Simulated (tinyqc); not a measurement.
Inside a calculation: Lorentz oscillators and the Kramers-Kronig relations. Values are carried at full precision from step to step, so a last printed digit may differ when a step is redone from the rounded ones.

eps(E) = 1 + sum_j S_j/(E0_j^2 - E^2 - i G_j E).

Constants: hbar c = 1973.269805 eV angstrom; hbar^2/2m0 = 3.80998211 eV angstrom^2; e^2/(4 pi eps0) = 14.39964547 eV angstrom.

Parameters, chosen for this exercise:
- E0 = (3.04, 6.15) eV (resonances)
- G = (0.46, 1.48) eV (widths)
- S = (28, 38.7) eV^2 (strengths)
- E = 3.98 eV (photon energy)
- h = 0.5 eV (grid step)
- M = 40 (grid points E_j = j h)
- i = 18 (grid index at which eps1 is wanted)

## Dielectric function at one energy

Evaluate each oscillator and the sum.

terms: [-3.9399+1.0931i, 1.6426+0.4402i]

eps(E) = -1.2973+1.5333i
eps(0) = 5.0530

## Optical constants

n + i k = sqrt(eps1 + i eps2) with k >= 0; R = ((n - 1)^2 + k^2)/((n + 1)^2 + k^2) at normal incidence from vacuum; alpha = 2 E k/(hbar c), times 1e8 for 1/cm; loss function Im(-1/eps) = eps2/(eps1^2 + eps2^2).

Convert eps at the photon energy E into the optical constants.

n = 0.5963
k = 1.2857
R = 0.4322
alpha = 5.19e+05 1/cm
loss function = 0.3801
vacuum wavelength hc/E (hc = 1239.841984 eV nm) = 311.5 nm

The intensity falls to 1/e within 19.3 nm. eps1 is negative, so k exceeds n, as in a metal below its plasma energy; R is 0.43.

## Absorptive part on the grid

Tabulate eps2 at E_j = j h.

eps2(E_j), j = 1 .. M: [0.0999, 0.2312, 0.4591, 1.0090, 3.2764, 19.8885, 4.1665, 1.4982, 1.1918, 1.5605, 2.7069, 4.2888, 3.3959, 1.7828, 0.9717, 0.5893, 0.3898, 0.2749, 0.2033, 0.1558, 0.1228, 0.0990, 0.0813, 0.0678, 0.0573, 0.0489, 0.0422, 0.0367, 0.0321, 0.0283, 0.0251, 0.0224, 0.0201, 0.0181, 0.0163, 0.0148, 0.0135, 0.0123, 0.0113, 0.0104]

## eps1 at one grid point

Kramers-Kronig: eps1(E) = 1 + (2/pi) P integral_0^infinity E1 eps2(E1)/(E1^2 - E^2) dE1. Maclaurin rule on the grid E_j = j h, j = 1 .. M: eps1(E_i) = 1 + (4 h/pi) sum over j with j - i odd of E_j eps2(E_j)/(E_j^2 - E_i^2); nothing is added above E_M.

List the terms E_j eps2_j/(E_j^2 - E_i^2) for j - i odd, add them and form eps1.

terms in order of j (1/eV): [-0.0006, -0.0087, -0.1096, -0.2121, -0.0883, -0.2934, -0.5696, -0.2945, -0.3787, 0.2088, 0.0441, 0.0182, 0.0095, 0.0056, 0.0036, 0.0024, 0.0017, 0.0013, 0.0010, 0.0007]

sum = -1.659 1/eV
eps1(E_i) = -0.056

The oscillator formula gives -0.207 at E_i = 9 eV. The rule samples every 2h = 1 eV against a narrowest width of 0.46 eV and stops at 20 eV; coarse sampling and the missing tail make the difference.

## The f-sum on the grid

W(E_M) = (2/pi) h sum_j E_j eps2_j, with half weight on the last point; the full integral equals sum S_j = (hbar omega_p)^2, and the electron density follows from (hbar omega_p)^2 = 8 pi c (e^2/(4 pi eps0)) N with c = hbar^2/2m0.

W(E_M) = 67.24 eV^2
sum S = 66.70 eV^2
share reached on this grid (a step near the line widths can inflate it) = 1.008
hbar omega_p = 8.167 eV
N = 4.84e+22 1/cm^3

## Checks

- The value of eps1 at 3.987 eV from a fine, long grid (with the tail of eps2 ~ 1/E^3 added) against the oscillator formula: both -1.27.

Program tinyqc; command `OMP_NUM_THREADS=1 python tinyqc.py 1651313 1651314 out.jsonl`; about 0.2 s on one thread of a shared Intel(R) Xeon(R) Processor @ 2.30GHz.
